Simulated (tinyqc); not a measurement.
Standing waves and exposure in a photoresist film: one step. Round trip and reflectance. Three cases, with inputs chosen for the exercise.

Problem. Form p^2, the denominator and R; the period of the standing wave is lam/(2 n1).

Normal incidence from air. Unexposed resist: N1 = n1 + i k1 with k1 = (A + B) lam/(4 pi), lam in micrometres. r01 = (1 - N1)/(1 + N1), t01 = 2/(1 + N1). Below the resist lie the layer Na = na + i ka and the substrate Ns = ns + i ks: r12 = (r1a + ras x)/(1 + r1a ras x), x = exp(4 pi i Na da/lam), r1a = (N1 - Na)/(N1 + Na), ras = (Na - Ns)/(Na + Ns). With p = exp(2 pi i N1 d/lam), the field at depth z is E(z) = t01 [exp(2 pi i N1 z/lam) + r12 p^2 exp(-2 pi i N1 z/lam)]/(1 + r01 r12 p^2), the relative intensity I(z) = n1 |E(z)|^2 and the reflectance R = |(r01 + r12 p^2)/(1 + r01 r12 p^2)|^2.

Case 1.

Values chosen (out of a larger set: a resist on Si, indices near tabulated ones; not measured data): d = 540 nm (resist thickness); lam = 248 nm (vacuum wavelength).

N1 = 1.7500000+0.0258531i
r01 = -0.272792-0.006837i
r12 = -0.248215-0.035768i

Case 2.

Values chosen (out of a larger set: a resist on Cu, indices near tabulated ones; not measured data): d = 1176 nm (resist thickness); lam = 365 nm (vacuum wavelength).

N1 = 1.6760000+0.0270126i
r01 = -0.252692-0.007544i
r12 = -0.174317-0.102593i

Case 3.

Values chosen (out of a larger set: a resist on Si, indices near tabulated ones; not measured data): d = 956 nm (resist thickness); lam = 365 nm (vacuum wavelength).

N1 = 1.7080000+0.0270126i
r01 = -0.261521-0.007366i
r12 = -0.139184+0.167816i

Give: p^2; 1 + r01 r12 p^2; R; period.

Solution.

Case 1.

p^2 = -0.3573-0.3396i
1 + r01 r12 p^2 = 0.9798-0.0270i
R = 0.0486
period = 70.86 nm

The film holds 7.62 periods.

Case 2.

p^2 = 0.1033-0.3187i
1 + r01 r12 p^2 = 1.0131-0.0110i
R = 0.0910
period = 108.89 nm

The film holds 10.80 periods.

Case 3.

p^2 = 0.3885-0.1341i
1 + r01 r12 p^2 = 1.0089-0.0217i
R = 0.0901
period = 106.85 nm

The film holds 8.95 periods.

Computed by tinyqc, one run a case: `OMP_NUM_THREADS=1 python tinyqc.py N N+1 out.jsonl` with N = 1680986, 1680988, 1681064; one thread of a shared Intel(R) Xeon(R) Processor @ 2.30GHz, about 0.01 s a run at most.
